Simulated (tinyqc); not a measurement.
Bandgap voltage reference from two bipolar transistors: two steps of the calculation.

Two transistors of area 1 and N carry the same current I. Is(T) = Is (T/T0)^eta exp[(Vg0 q/kB)(1/T0 - 1/T)], VBE1 = Vt ln(I/Is(T)) + I rb, VBE2 = Vt ln(I/(N Is(T))) + I rb/N. The amplifier forces I R1(T) = VBE1 - VBE2 + Vos, with R(T) = R (1 + tc (T - T0)) for both resistors, and the output is Vref = VBE1 + I R2(T). Base currents and the Early effect are neglected.

Inputs (values chosen for the exercise); values of the order met in silicon bipolar transistors:
```
symbol,value,unit,meaning
T0,300,K,reference temperature
Vg0,1.168,V,band-gap voltage extrapolated to 0 K
eta,3.3,,temperature exponent of the saturation current
Is,1.5e-16,A,saturation current of the unit transistor at T0
N,10,,area ratio of the second transistor
R1,2.7,kohm,"resistor across which the difference of VBE falls, at T0"
tc,0,ppm/K,temperature coefficient of both resistors
Vos,0,mV,offset of the amplifier
rb,24,ohm,series resistance of the unit transistor
R2,26.8,kohm,output resistor at T0
T,358,K,temperature
```

Constants: q = 1.602176634e-19 C, kB = 1.380649e-23 J/K. Results are converted to the units shown.

Question 1. Operating point at the reference temperature. Vt = kB T/q; I = (Vt ln N + Vos)/(R1(T) - rb (1 - 1/N)). Evaluate at T = T0.

Give: Vt; I; Is(T); VBE1; I R2; Vref.

Answer 1.

Vt = 0.02585 V
I = 22.22 uA
Is(T) = 1.500e-16 A
VBE1 = 0.6655 V
I R2 = 0.5956 V
Vref = 1.261 V

Question 2. Operating point at another temperature. 

Find: Vt; I; Is(T); VBE1; I R2; Vref.

Answer 2.

Vt = 0.030850 V
I = 26.521 uA
Is(T) = 4.0580e-13 A
VBE1 = 0.55579 V
I R2 = 0.71077 V
Vref = 1.2666 V

From T0 to T, VBE1 changes by -110 mV and I R2 by 115 mV, which leaves 5.46 mV in Vref.

Computed by the program tinyqc: `OMP_NUM_THREADS=1 python tinyqc.py 2062105 2062106 out.jsonl`, one thread of a shared Intel Xeon 2.30GHz, about 0.03 s for the whole run.
